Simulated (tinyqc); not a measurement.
Valence-band anticrossing with a localised impurity level, step by step. Values are carried at full precision from step to step, so a last printed digit may differ when a step is redone from the rounded ones.

Host valence band EM(k) = al x - c k^2/mM, c = hbar^2/2m0, coupled to a flat level EI by V = C sqrt(x): H = [[EM, V], [V, EI]], E+/- = (EM + EI)/2 +/- sqrt((EM - EI)^2/4 + V^2). The host weight of a state at E is f = 1/(1 + V^2/(E - EI)^2), and its mass at k = 0 is mM/f. The gap is Eg - E+(0), the conduction edge staying at Eg.

Constants: hbar^2/2m0 = 3.80998211 eV angstrom^2.

Inputs chosen for the exercise (host near GaAs; the results hold for these values, not for the real material):

| symbol | value | unit | meaning |
|---|---|---|---|
| Eg | 1.494 | eV | gap at Gamma to the s-like level |
| mM | 0.48 | m0 | mass of the host band |
| EI | -0.379 | eV | impurity level, from the valence top of the host |
| C | 1.02 | eV | coupling |
| al | 0.9 | eV | linear shift of the host edge |
| x | 0.029 |  | impurity fraction |
| k | 0.024 | 1/angstrom | wave vector |

## The two levels at k = 0

Give EM, V, both levels, their host weights, the gap and the mass of the band at the gap.

EM(0) = 0.0261 eV
V = 0.1737 eV

E-, E+ (eV): -0.4433  0.0904

host weights: 0.1205  0.8795

gap = 1.4036 eV
mass of E+ = 0.5457 m0

The gap is 90 meV below that of the host, 31 meV per 1 % of impurity. V/|EM - EI| = 0.43; second-order perturbation theory would shift the host level by V^2/(EM - EI) = +74 meV, the exact shift is +64 meV.

## The levels at one k

Fill in the matrix and give levels and weights.

H (eV):
```
            host  impurity
host      0.0215    0.1737
impurity  0.1737   -0.3790
```

E-, E+ (eV): -0.4438  0.0864

host weights: 0.1223  0.8777

## Dispersion

Seven points from k = 0 to 0.3 1/angstrom.

Levels (eV):

| k (1/angstrom) | EM | E- | E+ | host weight of E+ |
|---|---|---|---|---|
| 0.000 | 0.0261 | -0.4433 | 0.0904 | 0.880 |
| 0.050 | 0.0063 | -0.4458 | 0.0730 | 0.871 |
| 0.100 | -0.0533 | -0.4542 | 0.0220 | 0.842 |
| 0.150 | -0.1525 | -0.4731 | -0.0584 | 0.773 |
| 0.200 | -0.2914 | -0.5143 | -0.1561 | 0.622 |
| 0.250 | -0.4700 | -0.6041 | -0.2449 | 0.373 |
| 0.300 | -0.6883 | -0.7662 | -0.3011 | 0.168 |

E+ flattens towards EI = -0.379 eV, which it cannot cross: its width is bounded by 0.469 eV, of which 83 % is used up at the last point. The unmixed host band crosses EI at k = 0.2259 1/angstrom, where the splitting is smallest, 2V = 0.347 eV.

## Checks

- Closed form against diagonalisation: they agree to 1e-10 or better.
- Mass mM/f against the curvature of the band: both 0.5457.

Run: tinyqc, `OMP_NUM_THREADS=1 python tinyqc.py 1050499 1050500 out.jsonl`; Intel(R) Xeon(R) Processor @ 2.30GHz, one thread, shared host; about 0.01 s of CPU time with all checks.
